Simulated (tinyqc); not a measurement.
What each parameter does: delta-doped layer in the Thomas-Fermi potential.

All donors ionised in the plane z = 0, zero temperature, energies from the Fermi level EF of the Thomas-Fermi model, which lies at the bulk band edge; c = hbar^2/2m0, q = e^2/(4 pi eps0). Layer in a (001) plane: two valleys with m_z = ml, m_d = mt (unprimed) and four with m_z = mt, m_d = sqrt(ml mt) (primed); m3 = (ml mt^2)^(1/3), gv = 6. With n = (gv/3 pi^2)(m3 (-V)/c)^(3/2) and V'' = -(4 pi q/eps) n for z > 0, the solution is V = -b/(|z| + z0)^4 with sqrt(b) = 20/K, K = (4 pi q/eps)(gv/3 pi^2)(m3/c)^(3/2), and z0^5 = 4b/(e F0), e F0 = 2 pi q N/eps; 1e13/cm^2 = 1e-3/angstrom^2. Exchange and correlation are left out.

Subbands solve -(c/m_z) psi'' + V psi = E psi on 1280 points of spacing z0/80; up to ten levels for each group, kept if bound with an rms width below 2.5 z0.

Constants: hbar^2/2m0 = 3.80998211 eV angstrom^2; e^2/(4 pi eps0) = 14.39964547 eV angstrom.

Parameters, chosen for this exercise (near those of a delta-doped layer in Si; the results hold for these values, not for the real material): ml = 0.937 m0 (longitudinal mass); mt = 0.19 m0 (transverse mass); eps = 11.6 (dielectric constant); N = 6.6 x 1e13/cm^2 (donor sheet density).

z0, depth, lowest level and its rms width.

One parameter was then changed.

Results before and after:
```
case     z0 (angstrom)  depth (eV)  lowest (eV)  rms z (angstrom)
base             21.94      0.2824      -0.1246              5.74
changed          20.55      0.2950      -0.1270              5.62
```

Which of these changes was made? (a) mt = 0.162 m0; (b) ml = 1.078 m0; (c) eps = 10.4; (d) N = 10.6 x 1e13/cm^2.

Answer: (c) eps = 10.4. Of the candidates, run in turn, only this one gives the changed row.

All candidates:
```
case                  z0 (angstrom)  depth (eV)  lowest (eV)  rms z (angstrom)
base                          21.94      0.2824      -0.1246              5.74
N = 10.6 x 1e13/cm^2          19.96      0.4125      -0.1914              4.76
eps = 10.4                    20.55      0.2950      -0.1270              5.62
ml = 1.078 m0                 21.34      0.2746      -0.1230              5.43
mt = 0.162 m0                 23.39      0.3010      -0.1397              5.57
```

tinyqc: `OMP_NUM_THREADS=1 python tinyqc.py 1280971 1280972 out.jsonl`; about 0.1 s, one thread, shared Intel(R) Xeon(R) Processor @ 2.30GHz.
